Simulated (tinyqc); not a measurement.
Charge control and current of a heterostructure field-effect transistor: one step, computed by the program tinyqc. Command: `OMP_NUM_THREADS=1 python tinyqc.py 3016671 3016672 out.jsonl hemt walk`. One thread of a shared host (Intel(R) Xeon(R) Processor @ 2.30GHz), about 0.01 s of CPU time with the checks.

Two subbands in a triangular well; E_F is counted from the conduction band edge of the channel at the interface.

Problem. Saturation current. With V = e n_s/C_g and V_c = v_s L/mu: for v = mu F up to v_s, I/W = C_g v_s V_c (sqrt(1 + (V/V_c)^2) - 1) and V_Dsat = V + V_c - sqrt(V^2 + V_c^2); g_m = dI/dV; extrinsic g_m/(1 + g_m R_S); f_T = g_m/(2 pi C_g L).

Inputs (values chosen for the exercise, modelled on AlGaN/GaN):
```
quantity                     value        unit
conduction band offset dE_c   0.48          eV
mobility mu                   1300  cm^2/(V s)
saturation velocity v_s        1.3    1e7 cm/s
gate length L                 1600          nm
source resistance R_S            0      ohm mm
temperature T                  400           K
```

Charge source: polarisation. Velocity law: two-piece.

sheet density n_s = 1.630857e+13 1/cm^2

gate capacitance C_g = 0.3779419 microfarad/cm^2

Constants: e = 1.602176634e-19 C.

Give: V; V_c; V_Dsat; saturation current I/W; intrinsic g_m; extrinsic g_m; intrinsic f_T.

Solution.

V = 6.914 V

V_c = 1.6 V

V_Dsat = 1.417 V

saturation current I/W = 2700 mA/mm

intrinsic g_m = 478.7 mS/mm

extrinsic g_m = 478.7 mS/mm

intrinsic f_T = 12.60 GHz

V/V_c = 4.32: velocity saturation rules; I is 80 % of e n_s v_s = 3400 mA/mm. Caution: E_F lies above the conduction band minimum of the barrier, so electrons would spill into the barrier.
